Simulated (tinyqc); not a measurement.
Hubbard ring of 5 sites, step by step. One step of it, computed by the program tinyqc.

Task: Mean-field iteration 1. H(up) = T + U n(down), H(down) = T + U n(up); fill the lowest levels; n(new) = n + mixing (n(out) - n); E = tr T (rho up + rho down) + U sum n_up n_down of the output.

one-body matrix (hopping and site energies) (eV), order 1, 2, 3, 4, 5:
$$\begin{pmatrix}
-0.660000 & -1.830000 & 0.000000 & 0.000000 & -1.830000 \\
-1.830000 & 0.980000 & -1.830000 & 0.000000 & 0.000000 \\
0.000000 & -1.830000 & 0.430000 & -1.830000 & 0.000000 \\
0.000000 & 0.000000 & -1.830000 & -0.420000 & -1.830000 \\
-1.830000 & 0.000000 & 0.000000 & -1.830000 & 0.620000
\end{pmatrix}$$

U = 2.700000 eV

electrons, up and down: [3, 2]

mixing = 0.200000

n(up) at the start (a guess, not normalised): 1 0.650000, 2 0.550000, 3 0.650000, 4 0.550000, 5 0.650000

n(down) at the start (a guess): 1 0.350000, 2 0.450000, 3 0.350000, 4 0.450000, 5 0.350000

Give: levels, up; levels, down; energy; n(up) after iteration 1; n(down) after iteration 1.

Result:

levels, up (eV): [-2.4989, -0.3633, 0.5197, 4.0575, 4.5001]

levels, down (eV): [-1.8938, 0.2261, 1.1181, 4.7184, 5.0163]

energy = -6.9537 eV

n(up) after iteration 1: 1 0.6650, 2 0.5343, 3 0.6434, 4 0.5717, 5 0.6256

n(down) after iteration 1: 1 0.4162, 2 0.4039, 3 0.3322, 4 0.4900, 5 0.3178
